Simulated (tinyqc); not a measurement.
From a target level to the width: type-II superlattice in the two-band Kane model. Three cases, with inputs chosen for the exercise.

Problem. Which width a puts the bottom of C1 at the energy below?

Motion along the axis, period d = a + b, c = hbar^2/2m0. Conduction and light-hole bands couple: (E - Ec)(E - Ev) = Ep c k^2 in each layer, with mass m(E) = (E - Ev)/Ep, which may be negative. The conduction envelope psi and psi'/m(E) are continuous; a layer carries them by [[cos kt, (m/k) sin kt], [-(k/m) sin kt, cos kt]] (cosh and sinh for k^2 < 0), and cos(q d) = tr(M_B M_A)/2. C1 is the first miniband above EvB, with its bottom at tr/2 = +1 and its top at -1; the gap is the bottom of C1 less the top heavy-hole level HH1.

Constants: hbar^2/2m0 = 3.80998211 eV angstrom^2.

Case 1.

Values chosen (near those of an InAs/GaSb superlattice; shifted at random, so the results belong to these values and not to a real crystal):
- b = 45 angstrom (layer B)
- EcA = 0 eV (conduction edge of A)
- EvA = -0.422 eV (valence edge of A)
- EcB = 0.965 eV (conduction edge of B)
- EvB = 0.153 eV (valence edge of B)
- EpA = 14.2 eV (coupling energy in A)
- EpB = 17.9 eV (coupling energy in B)

bottom of C1 = 0.244585 eV

Case 2.

Values chosen (near those of an InAs/GaSb superlattice; shifted at random, so the results belong to these values and not to a real crystal):
- b = 57 angstrom (layer B)
- EcA = 0 eV (conduction edge of A)
- EvA = -0.416 eV (valence edge of A)
- EcB = 0.98 eV (conduction edge of B)
- EvB = 0.166 eV (valence edge of B)
- EpA = 14.1 eV (coupling energy in A)
- EpB = 17.9 eV (coupling energy in B)

bottom of C1 = 0.282830 eV

Case 3.

Values chosen (near those of an InAs/GaSb superlattice; shifted at random, so the results belong to these values and not to a real crystal):
- b = 20 angstrom (layer B)
- EcA = 0 eV (conduction edge of A)
- EvA = -0.425 eV (valence edge of A)
- EcB = 0.978 eV (conduction edge of B)
- EvB = 0.163 eV (valence edge of B)
- EpA = 14.4 eV (coupling energy in A)
- EpB = 18.1 eV (coupling energy in B)

bottom of C1 = 0.194674 eV

Find: k in A; kappa in B; a.

Solution. At q = 0 the state is even in both layers: (k/m_A) tan(k a/2) = (kappa/m_B) tanh(kappa b/2) with the masses at that energy; the first branch of the arctangent gives a.

Case 1.

k in A = 0.05490 1/angstrom
kappa in B = 0.03110 1/angstrom
a = 46.0 angstrom

Case 2.

k in A = 0.06066 1/angstrom
kappa in B = 0.03456 1/angstrom
a = 42.0 angstrom

Case 3.

k in A = 0.04689 1/angstrom
kappa in B = 0.01897 1/angstrom
a = 46.0 angstrom

Computed by tinyqc, one run a case: `OMP_NUM_THREADS=1 python tinyqc.py N N+1 out.jsonl` with N = 1252741, 1280016, 1280041; one thread of a shared Intel(R) Xeon(R) Processor @ 2.30GHz, about 0.08 s a run at most.
